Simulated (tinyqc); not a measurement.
Inside a calculation. Method: UHF in the sto-3g basis, for H2, spin multiplicity 1. One step of it, computed by the program tinyqc.

Problem. Iteration 1: building the Fock matrix. J_ij = sum D_kl (ij|kl) with D = D(alpha) + D(beta), K_ij = sum D_kl (ik|jl) for each spin; F = H + J - K(s); E = tr D H + tr D J / 2 - 0.5 sum_s tr D(s) K(s) + E_nn.

D(alpha) at the start:
```
,1H 1s,2H 1s
1H 1s,0.606662,0.349871
2H 1s,0.349871,0.201776
```

D(beta) at the start:
```
,1H 1s,2H 1s
1H 1s,0.201776,0.349871
2H 1s,0.349871,0.606662
```

core Hamiltonian H = T + V (hartree):
```
,1H 1s,2H 1s
1H 1s,-0.828493,-0.347299
2H 1s,-0.347299,-0.828493
```

Two-electron integrals (ij|kl) in chemists' order, unique and non-zero (hartree):
```
i,j,k,l,(ij|kl)
1,1,1,1,0.774606
2,1,1,1,0.148692
2,1,2,1,0.042969
2,2,1,1,0.355334
2,2,2,1,0.148692
2,2,2,2,0.774606
```

nuclear repulsion = 0.36369568 hartree

Give: Coulomb J; exchange K(alpha); exchange K(beta); F(alpha); F(beta); total energy of this density.

Solution.

Coulomb J (hartree):
```
,1H 1s,2H 1s
1H 1s,1.1216,0.3005
2H 1s,0.3005,1.1216
```

exchange K(alpha) (hartree):
```
,1H 1s,2H 1s
1H 1s,0.5826,0.2596
2H 1s,0.2596,0.2864
```

exchange K(beta) (hartree):
```
,1H 1s,2H 1s
1H 1s,0.2864,0.2596
2H 1s,0.2596,0.5826
```

F(alpha) (hartree):
```
,1H 1s,2H 1s
1H 1s,-0.2896,-0.3063
2H 1s,-0.3063,0.0067
```

F(beta) (hartree):
```
,1H 1s,2H 1s
1H 1s,0.0067,-0.3063
2H 1s,-0.3063,-0.2896
```

total energy of this density = -0.937764 hartree
